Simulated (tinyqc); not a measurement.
Inside a calculation: spherical quantum dot. Values are carried at full precision from step to step, so a last printed digit may differ when a step is redone from the rounded ones.

With hard walls E = c (x/R)^2/mw, x a zero of j_l: 1s 3.141593; 2s 6.283185; 1p 4.493409; 2p 7.725252; 1d 5.763459; 2d 9.095011; 1f 6.987932; 2f 10.417119.

Constants: hbar^2/2m0 = 3.80998211 eV angstrom^2; e^2/(4 pi eps0) = 14.39964547 eV angstrom; Ry = 13.60569312 eV; a0 (Bohr radius) = 0.5291772105 angstrom; hc = 1239.841984 eV nm.

Inputs chosen for the exercise (near those of a non-polar GaN dot in AlN; not measured data):
- R = 14 angstrom (radius)
- mw = 0.206 m0 (mass inside)
- V0 = 1.988 eV (barrier height)
- mb = 0.308 m0 (mass outside)
- E = 0.6011 eV (trial energy)
- Eg = 3.526 eV (bulk gap)
- mh = 0.32 m0 (hole mass)
- eps = 9.2 (dielectric constant inside)
- eps_o = 8 (dielectric constant beyond a thin barrier shell (oxide or ligands))

## Hard-wall levels

The six lowest of these, with their orbital degeneracy; c = hbar^2/2m0.

Hard walls:

| state | degeneracy | x | E (eV) |
|---|---|---|---|
| 1s | 1 | 3.1416 | 0.9313 |
| 1p | 3 | 4.4934 | 1.9052 |
| 1d | 5 | 5.7635 | 3.1345 |
| 2s | 1 | 6.2832 | 3.7253 |
| 1f | 7 | 6.9879 | 4.6078 |
| 2p | 3 | 7.7253 | 5.6315 |

Shells close, with spin and per valley, at 2, 8, 18, 20 electrons; levels above about 0.3 eV are beyond a parabolic mass, and anisotropic valleys split the shells. The real barrier, V0 = 1.988 eV, lies below 4 values at the end of the list.

## The matching condition at a trial energy

A sphere of radius R, isotropic masses, c = hbar^2/2m0, k = sqrt(mw E/c), kappa = sqrt(mb (V0 - E)/c). State n l is the spherical Bessel function j_l(k r) inside and k_l(kappa r) outside; psi and psi'/m are continuous: (k/mw) j_l'(kR)/j_l(kR) = (kappa/mb) k_l'(kappa R)/k_l(kappa R). For l = 0 this reads kR cot(kR) = 1 - (mw/mb)(1 + kappa R).

Both sides for the lowest state, in the form for l = 0.

k R = 2.5239
kappa R = 4.6878
left side = -3.5527
right side = -2.8041

The left side falls with E and the right side rises; here the left is the smaller, so the level lies below the trial energy.

## Bound levels

All roots below V0 for angular numbers 0 to 3, two each at most; the last column is the ratio to the hard-wall level.

Finite barrier:

| state | degeneracy | E (eV) | k R | E/E(hard) |
|---|---|---|---|---|
| 1s | 1 | 0.5594 | 2.4348 | 0.601 |
| 1p | 3 | 1.1316 | 3.4629 | 0.594 |
| 1d | 5 | 1.8023 | 4.3703 | 0.575 |

3 levels of these are bound; the lowest reaches 60 % of its hard-wall value.

## Lowest optical transition

Brus estimate with the correlation term of Kayanuma, both carriers between hard walls: E = Eg + c (pi/R)^2 (1/mw + 1/mh) - 1.786 q/(eps R) - 0.248 Ry*, with q = e^2/(4 pi eps0), Ry* = Ry mu/eps^2, 1/mu = 1/mw + 1/mh, a* = a0 eps/mu, c = hbar^2/2m0. It assumes R below about a*.

Give the terms and the wavelength hc/E.

mu = 0.1253 m0
a* = 38.8 angstrom

confinement, Coulomb and correlation terms (eV): 1.5309  -0.1997  -0.0050

E = 4.8522 eV
wavelength = 255.5 nm

R/a* = 0.36: strong confinement, as the formula assumes. For the electron, hard walls give 372 meV more than the finite barrier.

## Charging energy

Two electrons in the hard-wall 1s state repel by U = 1.786 q/(eps R) + q (1/eps_o - 1/eps)/R, the second term from the polarisation of the surface; q = e^2/(4 pi eps0). The addition energies are U for the second electron and U + E(1p) - E(1s) for the third, with U taken as constant and hard-wall levels.

direct term = 199.7 meV
polarisation term = 16.8 meV

addition energies (meV): 216.4  1190.4

## Checks

- Lowest level by radial finite differences against the matching condition, eV: both 0.5594.

(tinyqc, `OMP_NUM_THREADS=1 python tinyqc.py 1280057 1280058 out.jsonl`, Intel(R) Xeon(R) Processor @ 2.30GHz, 1 thread, shared host, about 0.04 s.)
